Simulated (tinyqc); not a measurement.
Area and perimeter leakage from two diodes.

Inverse problem. A square diode and a finger diode leak I = JA area + JP perimeter. Find JA, JP and the side of the square at which both parts are equal.

areas (um^2): 90000  152000
perimeters (um): 1200  31920
leakage currents (pA): 7.65  17.404000

Solution. Two linear equations give JA and JP; for a square of side a, JA a^2 = 4 JP a at a = 4 JP/JA.

JA = 8.30e-9 A/cm^2
JP = 1.50e-12 A/cm
side for equal parts = 7.23 um

tinyqc, about 0.01 s, one thread, Intel Xeon 2.30GHz (shared host): `OMP_NUM_THREADS=1 python tinyqc.py 2290101 2290102 out.jsonl`
